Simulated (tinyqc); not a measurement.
Hopping conduction between localised states: one step, computed by the program tinyqc.

Energies are counted from the Fermi level. A small network shows the mechanism; the laws of an infinite system follow.

Task: Critical path. Critical exponent s_c: the smallest value such that bonds with s_ij <= s_c connect site 1 with site 8.

Inputs (values chosen for the exercise, for a model impurity band): temperature T = 440 K.

Dimension: 3D.

s_ij, lower triangle (symmetric):
```
          1         2         3         4         5        6        7        8
1   0.00000
2   9.12805   0.00000
3  11.39710   6.51928   0.00000
4  11.84835  12.55950   9.99121   0.00000
5  16.46031  15.19530  11.84277   7.66922   0.00000
6  18.32016  17.38127  14.02895   9.93490   6.96582  0.00000
7  21.33857  21.19626  17.89324  11.89719   9.48936  5.98220  0.00000
8  22.45543  21.54542  18.19582  15.31974  12.48869  7.00291  7.45653  0.00000
```

Give: critical exponent s_c.

Result:

critical exponent s_c = 9.991
